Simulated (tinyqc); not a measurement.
Metal-interlayer-semiconductor contact, depinning against tunnelling resistance: one step of the calculation.

Zero bias, n-type semiconductor. Gap states at the semiconductor surface thin out as exp(-be ti), which unpins the barrier; electrons must then cross the interlayer (a rectangular barrier, no voltage drop across it) and the parabolic depleted layer, both by WKB. Energies E are counted from the Fermi level; no image force, parabolic bands.

Problem. Exponents and integrand on an energy grid. With U = phiB - xi: for xi < E < phiB, y = (E - xi)/U and G1 = (U/E00) [sqrt(1 - y) - y ln((1 + sqrt(1 - y))/sqrt(y))], G1 = 0 above phiB; G2 = 2 ti sqrt(mi max(phiB + dE - E, 0)/C), C = hbar^2/(2 m0); f = 1/(1 + exp(E/Vt)); integrand exp(-G1 - G2) f.

Parameters, values chosen for the exercise; semiconductor values close to those of germanium; interlayer mass of the order of that in lanthanum oxide, offset chosen freely: temperature T = 300 K; interlayer thickness ti = 1.1 nm; conduction-band offset of the interlayer above the semiconductor dE = 2.14 eV; tunnelling mass in the interlayer mi = 0.3 m0.

Constants: q = 1.602176634e-19 C, kB = 1.380649e-23 J/K, hbar = 1.054571817e-34 J s, m0 = 9.1093837015e-31 kg, Vt = kB T/q, hbar^2/(2 m0) = 0.0380998212 eV nm^2. Results are converted to the units shown.

| point | E (eV) |
|---|---|
| 0 | -0.21 |
| 1 | -0.17571 |
| 2 | -0.14143 |
| 3 | -0.10714 |
| 4 | -0.07286 |
| 5 | -0.03857 |
| 6 | -0.00429 |
| 7 | 0.03 |
| 8 | 0.06429 |
| 9 | 0.09857 |
| 10 | 0.13286 |
| 11 | 0.16714 |
| 12 | 0.20143 |
| 13 | 0.23571 |
| 14 | 0.27 |

phiB = 0.29085916 eV
xi = -0.21420601 eV
E00 = 0.18747832 eV

Wanted: G1; G2; f; integrand.

Solution.

| point | G1 | G2 | f | integrand (1e-5) |
|---|---|---|---|---|
| 0 | 2.6135 | 10.032 | 0.99970 | 0.3220 |
| 1 | 2.1867 | 9.967 | 0.99888 | 0.5264 |
| 2 | 1.8621 | 9.901 | 0.99581 | 0.7754 |
| 3 | 1.5857 | 9.835 | 0.98439 | 1.0797 |
| 4 | 1.3429 | 9.768 | 0.94366 | 1.4104 |
| 5 | 1.1263 | 9.701 | 0.81637 | 1.6203 |
| 6 | 0.9321 | 9.634 | 0.54139 | 1.3961 |
| 7 | 0.7574 | 9.565 | 0.23859 | 0.7843 |
| 8 | 0.6006 | 9.497 | 0.076785 | 0.3162 |
| 9 | 0.4608 | 9.428 | 0.021608 | 0.1097 |
| 10 | 0.3371 | 9.358 | 0.0058279 | 0.0359 |
| 11 | 0.2297 | 9.288 | 0.0015542 | 0.0114 |
| 12 | 0.1390 | 9.218 | 4.1300e-4 | 0.0036 |
| 13 | 0.0663 | 9.146 | 1.0970e-4 | 0.0011 |
| 14 | 0.0152 | 9.075 | 2.9120e-5 | 0.0003 |

Range of the model: The depletion charge would drop about 0.32 V across such an interlayer (eps_r near 25) at ti = 1.1 nm and Nd = 1.9e20 cm^-3, against a band bending of 0.51 V; this model leaves that drop out.

Numbers from tinyqc (`OMP_NUM_THREADS=1 python tinyqc.py 2270074 2270075 out.jsonl`; about 0.02 s on one thread of a shared Intel Xeon 2.30GHz).
